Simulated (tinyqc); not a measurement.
Mobility of a non-polar semiconductor in the relaxation-time approximation: one step, computed by the program tinyqc.

Each valley is treated as a sphere of mass m_d for states and rates, with one isotropic relaxation time; the conductivity mass m_c sets the current.

Question. Masses. m_d = (m_l m_t^2)^(1/3); 1/m_c = (1/m_l + 2/m_t)/3; Hall mass factor A = 3 K_m (K_m + 2)/(2 K_m + 1)^2, K_m = m_l/m_t; N_I = n (1 + C)/(1 - C).

Inputs (values chosen for the exercise, for a model non-polar semiconductor): longitudinal mass m_l = 2.5 m_0; transverse mass m_t = 0.32 m_0; carrier density n = 2.3e+19 1/cm^3; compensation ratio C = 0.

Band: parabolic. Impurity formula: Brooks-Herring. Further scattering: none.

Give: density-of-states mass m_d; conductivity mass m_c; Hall mass factor A; ionised impurity density N_I.

Answer.

density-of-states mass m_d = 0.6350 m_0

conductivity mass m_c = 0.4511 m_0

Hall mass factor A = 0.8321

ionised impurity density N_I = 2.30e+19 1/cm^3
